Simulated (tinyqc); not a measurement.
Position of the donor: hydrogenic donor in a hard-walled well (variational).

Trial function cos(pi z/L) exp(-r/lam), r measured from the donor at zi, walls at +/- L/2, one eps everywhere. Counted from the lowest subband, E(lam) = c/(m lam^2) - (q/eps) I0/I1, with I0 the integral of cos^2(pi z/L) exp(-2|z - zi|/lam) over the well and I1 the same with the factor (|z - zi| + lam/2); c = hbar^2/2m0, q = e^2/(4 pi eps0). The binding energy is -E at the minimum.

Constants: hbar^2/2m0 = 3.80998211 eV angstrom^2; e^2/(4 pi eps0) = 14.39964547 eV angstrom.

Parameters, chosen for this exercise (out of a larger set: near those of GaAs; not measured data): m = 0.07 m0 (mass); eps = 13.3 (dielectric constant); L = 158 angstrom (well width).

Ry* = 5.3841 meV

Fixed width; zi from the centre to the wall.

Binding:
```
2 zi/L  zi (angstrom)  lam (angstrom)  binding (meV)  in Ry*
0.0               0.0            90.3          10.39   1.929
0.2              15.8            92.1           9.99   1.855
0.6              47.4           112.9           7.44   1.382
0.8              63.2           134.3           6.11   1.135
0.9              71.1           145.9           5.58   1.036
1.0              79.0           156.9           5.14   0.956
```

Give the missing row, 2 zi/L = 0.4.

Computed row:
```
2 zi/L  zi (angstrom)  lam (angstrom)  binding (meV)  in Ry*
0.4              31.6            98.8           8.89   1.652
```

Uniform doping spreads the level over 5.24 meV, from 10.39 at the centre to 5.14 at the wall, while lam grows by 74 %. The slope is flat at the centre, which gives a peak in the density of donor states there, and steepest between 2 zi/L = 0.4 and 0.6.

Computed by tinyqc, a small Python program: `OMP_NUM_THREADS=1 python tinyqc.py 1281240 1281241 out.jsonl` (the numbers bound the seed that draws the inputs); one thread of a shared host (Intel(R) Xeon(R) Processor @ 2.30GHz), about 0.04 s for the whole set of steps.
